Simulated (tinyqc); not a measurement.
Donor level screened by free carriers (Yukawa potential): sweeps and comparisons. A value that a table varies takes the place of the one given here.

Potential -(q/(eps r)) exp(-ks r), q = e^2/(4 pi eps0). In units Ry* = Ry m/eps^2 and a* = a0 eps/m the problem is [-Laplacian - 2 exp(-x r)/r] psi = E psi with x = ks a*.

Converged values use 18 functions exp(-z r), z = 1.55^i, i = -11 to 6: S = 2/A^3, H = z_i z_j S - 2/(A + x)^2, A = z_i + z_j.

Screening wave number: Debye ks^2 = 4 pi q n/(eps kB T); Thomas-Fermi ks^2 = 6 pi q n/(eps EF) with EF = c (3 pi^2 n/gv)^(2/3)/m, c = hbar^2/2m0; the two are joined by 1/ks^2 = sqrt(1/ks_D^4 + 1/ks_TF^4). 1e18/cm^3 = 1e-6/angstrom^3, q = e^2/(4 pi eps0).

Constants: e^2/(4 pi eps0) = 14.39964547 eV angstrom; kB = 8.617333262e-05 eV/K; hbar^2/2m0 = 3.80998211 eV angstrom^2; Ry = 13.60569312 eV; a0 (Bohr radius) = 0.5291772105 angstrom.

Values chosen for the exercise (near those of a donor in Si, with one mean mass; shifted at random, so the results belong to these values and not to a real crystal): xs = (0.08, 0.11, 0.25, 0.49, 0.68, 0.91, 1.09) (values of x); m = 0.31 m0 (mass); eps = 11.4 (dielectric constant); gv = 6 (valleys); T = 400 K (temperature); nl = (0.029, 0.097, 0.29, 0.97, 2.9, 9.7, 29) x 1e18/cm^3 (densities); n = 0.97 x 1e18/cm^3 (free-carrier density).

## Towards the loss of the bound state

First order (-1 + 2x), one-parameter (minimum of z^2 - 8 z^3/(2z + x)^2) and converged 1s energies in Ry*, and the mean radius in a*; a dash marks an unbound result.

Results:

| x | first order | trial function | converged | <r> |
|---|---|---|---|---|
| 0.08 | -0.8400 | -0.8491 | -0.8491 | 1.51 |
| 0.11 | -0.7800 | -0.7970 | -0.7970 | 1.52 |
| 0.25 | -0.5000 | -0.5815 | -0.5818 | 1.58 |
| 0.49 | -0.0200 | -0.3025 | -0.3055 | 1.79 |
| 0.68 | - | -0.1482 | -0.1562 | 2.14 |
| 0.91 | - | -0.0281 | -0.0453 | 3.23 |
| 1.09 | - | - | -0.0056 | 7.54 |

What can be read from the table?

First order loses the state at x = 0.5, the trial function reaches zero energy at x = 1.00, and the exact limit is 1.19. The radius starts at 1.5 a*, grows slowly at first (1.58 at x = 0.25), then steadily, and swells towards the end (7.5 at 1.09), where a single exponential fails: the binding vanishes as the square of the distance from 1.19.

## Binding against carrier density

Ry* = 32.4543 meV
a* = 19.460 angstrom

x from the joined ks; converged 1s binding (dash: x above 1.17, at or past the limit 1.19 where the state unbinds).

Results:

| n (1e18/cm^3) | EF/kB T | 1/ks (angstrom) | x | binding (meV) | n^(1/3) a* |
|---|---|---|---|---|---|
| 0.029 | 0.01 | 273.6 | 0.071 | 28.07 | 0.060 |
| 0.097 | 0.02 | 149.6 | 0.130 | 24.78 | 0.089 |
| 0.29 | 0.05 | 86.6 | 0.225 | 20.03 | 0.129 |
| 0.97 | 0.10 | 47.4 | 0.411 | 12.50 | 0.193 |
| 2.9 | 0.21 | 27.5 | 0.708 | 4.51 | 0.278 |
| 9.7 | 0.47 | 15.3 | 1.270 | - | 0.415 |
| 29 | 0.98 | 9.5 | 2.059 | - | 0.598 |

How do the results move?

The binding falls from 28.1 to 4.5 meV (bare value 32.5); it passes half the bare value between 0.29 and 0.97 x 1e18/cm^3. The level is unbound, or bound by less than 0.001 Ry*, from 9.7 x 1e18/cm^3 on; as the density rises, it is lost by the time n^(1/3) a* reaches 0.42. x grows with exponent 0.50 in n at the start and 0.44 at the end (1/2 for Debye, 1/6 for Thomas-Fermi screening).

## What each parameter does

Ry* = Ry m/eps^2, a* = a0 eps/m, x = ks a* with the joined ks; converged binding. Each row changes one parameter from the base and keeps the others.

Results:

| case | 1/ks (angstrom) | x | binding in Ry* | binding (meV) |
|---|---|---|---|---|
| base | 47.4 | 0.411 | 0.385 | 12.50 |
| n = 1.46 x 1e18/cm^3 | 38.6 | 0.504 | 0.293 | 9.51 |
| T = 460 K | 50.8 | 0.383 | 0.415 | 13.48 |
| m = 0.347 m0 | 47.4 | 0.367 | 0.434 | 15.75 |
| eps = 10.5 | 45.5 | 0.394 | 0.403 | 15.42 |
| gv = 7 | 47.4 | 0.411 | 0.385 | 12.49 |

What does this show?

The largest shifts from the base row, up to three for each result and ties (the steps differ in size, so this ranks the rows, not the parameters). 1/ks (angstrom): n -8.7, T +3.4, eps -1.9; unchanged at the printed digits by m and gv. x: n +0.093, m -0.044, T -0.028; unchanged at the printed digits by gv. binding in Ry*: n -0.092, m +0.049, T +0.030; unchanged at the printed digits by gv. binding (meV): m +3.26, n -2.99, eps +2.92.

Run: tinyqc, `OMP_NUM_THREADS=1 python tinyqc.py 1252674 1252675 out.jsonl`; Intel(R) Xeon(R) Processor @ 2.30GHz, one thread, shared host; about 0.01 s of CPU time with all checks.
